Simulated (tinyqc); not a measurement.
Thermal, flicker and telegraph noise of a field-effect transistor: one step, computed by the program tinyqc.

Strong inversion, threshold roll-off and channel-length modulation left out; noise sources are uncorrelated and are given as one-sided spectral densities.

Problem. How many traps? Active traps per decade of time constant: N_dec = N_t k_B T W L lambda ln(10); a single trap at the interface shifts the threshold by e/(W L C_ox) and the current by g_m times that; tunnelling depth for frequency f, z = lambda ln(1/(2 pi f tau_0)), tau_0 = 1e-10 s.

Inputs (values chosen for the exercise, modelled on a silicon n-channel):
```
quantity,value,unit
width W,8.8,micrometre
length L,230,nm
oxide trap density N_t,1.4e+18,1/(eV cm^3)
frequency f,20000,Hz
temperature T,300,K
```

Operating region: saturation. Flicker model: number with correlated mobility.

tunnelling length lambda = 0.8950361 angstrom

C_ox = 0.7047211 microfarad/cm^2

g_m = 651.9290 microsiemens

drain current I = 97.30032 microampere

Constants: k_B = 8.617333262e-05 eV/K; e = 1.602176634e-19 C.

Give: traps per decade; threshold step of one trap; current step of one trap; depth probed at f.

Solution.

traps per decade = 15.097

threshold step of one trap = 0.011233 mV

current step of one trap = 0.0075261 %

depth probed at f = 1.0100 nm

With several traps per decade their Lorentzians merge into 1/f.
